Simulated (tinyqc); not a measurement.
# Capillary instabilities by surface diffusion: grooving and agglomeration of films, edge retraction, wire break-up and smoothing of roughness, step by step

A worked calculation. Computed by tinyqc, a small Python program that keeps every step. Command: `OMP_NUM_THREADS=1 python tinyqc.py 3013730 3013731 out.jsonl dewet walk`. One thread of a shared host (Intel(R) Xeon(R) Processor @ 2.30GHz), about 0.01 s of CPU time with the checks. Intermediate numbers are printed to about 6 digits and carried at full precision; extremes and crossings named in words are read from the listed rows.

Isotropic surface energy; shapes change by surface diffusion alone.

Inputs (values chosen for the exercise, of the order of those of a ruthenium film):
```
quantity                                value        unit
surface energy gamma_s                    2.8       J/m^2
grain-boundary energy gamma_b             1.2       J/m^2
contact angle on the substrate theta      105     degrees
atomic volume Omega                      13.6  angstrom^3
surface sites nu                           15      1/nm^2
prefactor D0                          0.00079       m^2/s
activation energy Q                      2.31          eV
temperature T                            1053           K
time t                                     11           s
film thickness h                          3.3          nm
grain radius R                             23          nm
wire radius r                              40          nm
initial ripple over radius               0.02           -
roughness wavelength lambda                28          nm
```

Grooves: at the surface only.

Constants: k_B = 8.617333262e-05 eV/K; k_B = 1.380649e-23 J/K.

## The Mullins constant

B = D_s nu gamma_s Omega^2/(k_B T), D_s = D0 exp(-Q/(k_B T)).

D_s = 6.94550e-15 m^2/s

B = 3711.24 nm^4/s

length (B t)^(1/4) = 14.2144 nm

Lengths grow as t^(1/4): doubling one takes 16 times as long, or roughly 130 K more.

## Will grooves cut through?

Groove angle beta: sin(beta) = gamma_b/(2 gamma). For circular grains of radius R with spherical caps the groove ends (measured from the mean surface) at the depth R g(beta), g = (2 - 3 cos beta + cos^3 beta)/(3 sin^3 beta). The film parts if R g(beta_s) > h.

beta_s = 12.3736 degrees

sum of g = 0.0544132

critical R/h = 18.3779

final depth over h = 0.379244

The grooves stop short by this estimate; triple junctions groove deeper and may still open.

## Groove growth in time

Mullins' isolated groove: depth below the flat surface d = 0.780 m (B t)^(1/4), m = tan(beta_s), width between the ridges 4.6 (B t)^(1/4); time to reach h: (h/(0.780 m))^4/B.

groove depth = 2.43233 nm

groove width = 65.3861 nm

time to reach the substrate = 37.2698 s

Caution: the grooves of neighbouring boundaries overlap, so the depth levels off at its final value. Caution: the grains are too small for the surface groove ever to reach the depth h.

## Retraction of a straight edge

A rim shaped as a circular segment with contact angle theta holds the area h x; its radius r obeys r^2 (theta - sin theta cos theta) = h x. To advance, the edge must carry a strip of the rim height H = r (1 - cos theta) over the rim, driven by the curvature 1/r over the distance r theta (the scaling argument of Brandon and Bradshaw): H dx/dt = B/(theta r^2) gives x^(5/2) = (5/2) B t c^(3/2)/(theta (1 - cos theta) h^(3/2)), c = theta - sin theta cos theta.

retraction x = 54.7499 nm

rim height H = 11.7249 nm

present speed = 1.99091 nm/s

The rim is 3.6 times the film thickness. x goes as t^(2/5) h^(-3/5): thin films retract faster.

## Break-up of a free wire

A wire with r + A cos(k z) has dA/dt = (B/r^4) (kr)^2 [1 - (kr)^2] A: unstable for wavelengths above 2 pi r, fastest at kr = 1/sqrt 2 with the rate B/(4 r^4); break-up time about (4 r^4/B) ln(r/A0); each wavelength makes a sphere of radius (3 r^2 lambda_m/4)^(1/3).

fastest wavelength = 355.431 nm

break-up time = 10794.0 s

radius of the spheres = 75.2741 nm

t over the break-up time = 0.00101908

The wire survives t. Caution: faceting can stabilise wires along low-index directions.

## Smoothing against break-up

Roughness of wavelength lambda on a flat face decays as exp[-B (2 pi/lambda)^4 t]; the smoothing time is that for a factor e^3.

Times (s); the last column is (h/(0.780 tan beta_s))^4/B:
```
T (K)   B (nm^4/s)    smoothing  wire break-up  groove to depth h
895    4.87924e+01  2.42483e+01    8.21011e+05        2.83481e+03
948    2.45805e+02  4.81331e+00    1.62971e+05        5.62711e+02
1000   1.01387e+03  1.16695e+00    3.95110e+04        1.36424e+02
1053   3.71124e+03  3.18798e-01    1.07940e+04        3.72698e+01
1106   1.19673e+04  9.88638e-02    3.34738e+03        1.15579e+01
1158   3.39405e+04  3.48590e-02    1.18027e+03        4.07527e+00
1264   2.16656e+05  5.46090e-03    1.84898e+02        6.38419e-01
```

All times share 1/B, so their ratios do not depend on T: break-up over smoothing is 34000. An anneal can smooth this roughness well before the wire breaks. Smoothing is safe for lambda well below 2 pi r, above which a ripple along the wire grows instead. B spans 3.6 decades over these rows.

Checks made by the program: g against the volume of a spherical cap (relative difference below 1e-10).
